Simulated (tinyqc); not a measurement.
Kinetics of strain relaxation and threading dislocations in mismatched semiconductor layers: one step, computed by the program tinyqc.

60-degree dislocations on {111} planes of a (001) layer, isotropic elasticity. The Schmid factor is 1/sqrt(6), and a misfit segment relieves strain with b/2.

Task: Excess stress and glide velocity at the start. Excess resolved stress tau = (1/sqrt 6) [2 G (1 + nu)/(1 - nu)] (e - e_eq), e_eq = b (1 - nu/4) [ln(h/b) + 1]/(4 pi (1 + nu) h), the Matthews-Blakeslee strain of an uncapped layer; glide velocity v = v0 tau exp(-Q/(k_B T)), tau in MPa.

Inputs (values chosen for the exercise, modelled on Si(0.8)Ge(0.2) on Si):
```
quantity                     value         unit
misfit f                   0.00865            -
shear modulus G               62.2          GPa
Poisson ratio nu              0.27            -
Burgers vector b              3.88     angstrom
glide activation energy Q     2.13           eV
velocity prefactor v0        28000  m/s per MPa
layer thickness h               74           nm
anneal temperature T           905            K
```

Constants: k_B = 8.617333262e-05 eV/K.

Give: equilibrium strain e_eq; excess stress tau; mobility v/tau; initial velocity.

Result:

equilibrium strain e_eq = 0.001915

excess stress tau = 595.1 MPa

mobility v/tau = 3.851e-08 m/s per MPa

initial velocity = 22.92 micrometre/s
